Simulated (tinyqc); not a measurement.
Hot carriers by balance equations with a heated Maxwellian: one step, computed by the program tinyqc.

The carriers follow a Maxwellian at an electron temperature T_e, slightly displaced; the drift energy is neglected against k_B T_e. The balance averages the rate, not the time, so mu_0 lies below the relaxation-time value.

Problem. Drift velocity. Parabolic band: E = hbar^2 k^2/(2 m), speed v = hbar k/m, states per spin, volume and energy g(E) = m k/(2 pi^2 hbar^2). Masses are multiplied by m_0 and all formulas are in SI units. Phonon occupation N_q = 1/(exp(hbar w/(k_B T)) - 1). Acoustic deformation potential (elastic, equipartition, absorption and emission together): 1/tau = 2 pi k_B T D_A^2 g(E)/(hbar rho v_l^2). Optical or intervalley deformation potential: 1/tau = (pi Z_f D_o^2/(rho w)) [N_q g(E + hbar w) + (N_q + 1) g(E - hbar w)], with g = 0 below the band edge. Averages over the Maxwellian, <y> = int y x^(1/2) exp(-x) dx / int x^(1/2) exp(-x) dx with x = E/(k_B T_e), split at x_0 = hbar w/(k_B T_e): 64 Gauss-Legendre points in sqrt(x) below it and 128 in sqrt(x - x_0) above it, up to x = 32. Momentum balance: mu(T_e) = e/(m nu), nu = <x (sum of rates)>/<x>. Power lost per carrier: P(T_e) = hbar w <emission rate - absorption rate> + <(2 m v_l^2/(k_B T)) (E - 2 k_B T) acoustic rate>. v = mu(T_e) F; warm-carrier coefficient (mu/mu_0 - 1)/F^2.

Inputs (values chosen for the exercise, for a model non-polar semiconductor):

| quantity | value | unit |
|---|---|---|
| effective mass m | 0.565 | m_0 |
| density rho | 3360 | kg/m^3 |
| sound velocity v_l | 10600 | m/s |
| acoustic deformation potential D_A | 9.3 | eV |
| phonon energy hbar w | 49.5 | meV |
| optical or intervalley deformation potential D_o | 3.6 | 1e8 eV/cm |
| final valleys Z_f | 3 | - |
| lattice temperature T | 350 | K |
| electric field F | 52 | kV/cm |

Band: parabolic. Solver: damped fixed point.

electron temperature T_e = 2914.669 K

low-field mobility mu_0 = 460.6618 cm^2/(V s)

Constants: k_B = 8.617333262e-05 eV/K; k_B = 1.380649e-23 J/K; e = 1.602176634e-19 C; hbar = 1.054571817e-34 J s; m_0 = 9.1093837015e-31 kg; hbar = 6.582119569e-16 eV s.

Give: mobility mu(T_e); drift velocity; mu/mu_0; (mu/mu_0 - 1)/F^2.

Solution.

mobility mu(T_e) = 132.0 cm^2/(V s)

drift velocity = 0.6864 1e7 cm/s

mu/mu_0 = 0.2865

(mu/mu_0 - 1)/F^2 = -2.639e-04 cm^2/kV^2

Caution: k_B T_e exceeds 0.12 eV, where non-parabolicity and a non-Maxwellian tail matter.
